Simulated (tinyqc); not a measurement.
Inside a calculation. Method: extended Hueckel theory, for H3+. The parameters take no account of the charge, which enters only through the electron count. One step of it, computed by the program tinyqc.

Question. Wolfsberg-Helmholz matrix. H_ij = K' S_ij (H_ii + H_jj)/2 for i != j (the diagonal keeps H_ii), with K' = K + D^2 + D^4 (1 - K), D = (H_ii - H_jj)/(H_ii + H_jj), K = 1.5.

overlap S, order 1H 1s, 2H 1s, 3H 1s:
$$\begin{pmatrix}
1.000000 & 0.497256 & 0.454704 \\
0.497256 & 1.000000 & 0.169039 \\
0.454704 & 0.169039 & 1.000000
\end{pmatrix}$$

diagonal H_ii (eV): 1H 1s -13.600000, 2H 1s -13.600000, 3H 1s -13.600000

K = 1.500000

Give: H.

Answer.

H (eV), order 1H 1s, 2H 1s, 3H 1s:
$$\begin{pmatrix}
-13.600 & -10.144 & -9.276 \\
-10.144 & -13.600 & -3.448 \\
-9.276 & -3.448 & -13.600
\end{pmatrix}$$
